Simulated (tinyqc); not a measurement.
Inside a calculation. Method: Hueckel theory of the pi electrons, for the molecule Oc1cccc2c1C=C2 (SMILES; centres numbered as the heavy atoms are written). Computed by tinyqc, a small Python program that keeps every step. Settings: charge = 0. Command: `OMP_NUM_THREADS=1 python tinyqc.py 30484 30485 out.jsonl` (the two numbers bound the seeds that draw the settings). One thread of a shared host (Intel(R) Xeon(R) Processor @ 2.60GHz), about 0.01 s of CPU time with the checks.

## The Hueckel matrix

Centres:
```
centre  z_r, pi electrons of the neutral centre         h
1O                                            2  1.930000
2C                                            1  0.000000
3C                                            1  0.000000
4C                                            1  0.000000
5C                                            1  0.000000
6C                                            1  0.000000
7C                                            1  0.000000
8C                                            1  0.000000
9C                                            1  0.000000
```

Bonds:
```
i  j         k
1  2  0.710000
2  3         1
3  4         1
4  5         1
5  6         1
6  7         1
7  8         1
8  9         1
7  2         1
9  6         1
```

H_rr = alpha + h_r beta, H_rs = k_rs beta for bonded centres.

Hueckel matrix in units of beta (H = alpha + beta A), lower triangle:
```
          1O        2C        3C        4C        5C        6C        7C        8C
1O  1.930000
2C  0.710000  0.000000
3C  0.000000  1.000000  0.000000
4C  0.000000  0.000000  1.000000  0.000000
5C  0.000000  0.000000  0.000000  1.000000  0.000000
6C  0.000000  0.000000  0.000000  0.000000  1.000000  0.000000
7C  0.000000  1.000000  0.000000  0.000000  0.000000  1.000000  0.000000
8C  0.000000  0.000000  0.000000  0.000000  0.000000  0.000000  1.000000  0.000000
9C  0.000000  0.000000  0.000000  0.000000  0.000000  1.000000  0.000000  1.000000

          9C
9C  0.000000
```

## Orbitals

pi electrons, sum of z_r less the charge = 10

Diagonalise; E = alpha + x beta with beta < 0, so the largest x are filled first; degenerate levels share their electrons. P = sum n_i c_ri c_si; each orbital has its largest coefficient positive (the first on a tie).

x values: 2.488635  2.071265  1.442818  0.952083  0.247518  -0.273304  -1.143606  -1.488621  -2.366788

occupations: 2.000000  2.000000  2.000000  2.000000  2.000000  0.000000  0.000000  0.000000  0.000000

coefficients:
```
         MO1        MO2        MO3        MO4        MO5        MO6        MO7        MO8
1O  0.520898   0.736925  -0.180003   0.342955   0.094120   0.069611  -0.123977   0.061519
2C  0.409848   0.146622   0.123513  -0.472368  -0.223036  -0.216021   0.536699  -0.296211
3C  0.237632   0.021754   0.497038  -0.361540   0.270946  -0.318117  -0.199970   0.547100
4C  0.181532  -0.101564   0.593622   0.128152   0.290100   0.302964  -0.308012  -0.518214
5C  0.214134  -0.232120   0.359450   0.483551  -0.199141   0.235316   0.552214   0.224323
6C  0.351369  -0.379218  -0.075001   0.332229  -0.339392  -0.367276  -0.323504   0.184282
7C  0.412492  -0.241277  -0.191029  -0.331692  -0.392977   0.327733  -0.325779  -0.149832
8C  0.265324  -0.267152  -0.324132  -0.175659   0.465159   0.493726   0.159367   0.334973
9C  0.247804  -0.312065  -0.276634   0.164450   0.508113  -0.462670   0.143525  -0.348816

          MO9
1O   0.052238
2C  -0.316137
3C   0.226678
4C  -0.220361
5C   0.294870
6C  -0.477534
7C   0.484462
8C  -0.352948
9C   0.350890
```

charge and bond-order matrix P, lower triangle:
```
           1O         2C         3C         4C         5C        6C         7C        8C
1O   1.946541
2C   0.232626   0.955211
3C  -0.096291   0.544645   1.016224
4C  -0.031770   0.015182   0.736501   0.992475
5C   0.045755  -0.171747  -0.008567   0.560044   1.004833
6C  -0.001863  -0.004190  -0.348204   0.003791   0.729083  0.996909
7C  -0.158586   0.708833   0.022536  -0.341047  -0.012927  0.547873   1.058613
8C  -0.033562   0.017532   0.171346  -0.009364  -0.350510  0.005232   0.222576  0.988114
9C   0.106259  -0.338740  -0.014368   0.161882   0.008795  0.216691  -0.047734  0.892498

          9C
9C  1.041081
```

## Energy, charges, bond orders

E = sum n x; q_r = z_r - P_rr; bond order p = P_rs; free valence = sqrt(3) - sum of p over the bonds of the atom.

pi energy = 10 alpha + this times beta = 14.404638

pi charges: 1O 0.053459, 2C 0.044789, 3C -0.016224, 4C 0.007525, 5C -0.004833, 6C 0.003091, 7C -0.058613, 8C 0.011886, 9C -0.041081

Bond orders and lengths from R = 1.517 - 0.180 p (angstrom, C-C alone):
```
bond         p         R
1-2   0.232626         -
2-3   0.544645  1.418964
3-4   0.736501  1.384430
4-5   0.560044  1.416192
5-6   0.729083  1.385765
6-7   0.547873  1.418383
7-8   0.222576  1.476936
8-9   0.892498  1.356350
7-2   0.708833  1.389410
9-6   0.216691  1.477996
```

free valence of the carbons: 2C 0.245948, 3C 0.450905, 4C 0.435506, 5C 0.442924, 6C 0.238404, 7C 0.252769, 8C 0.616977, 9C 0.622862

gap between the highest filled and the next level = 0.520823 |beta|
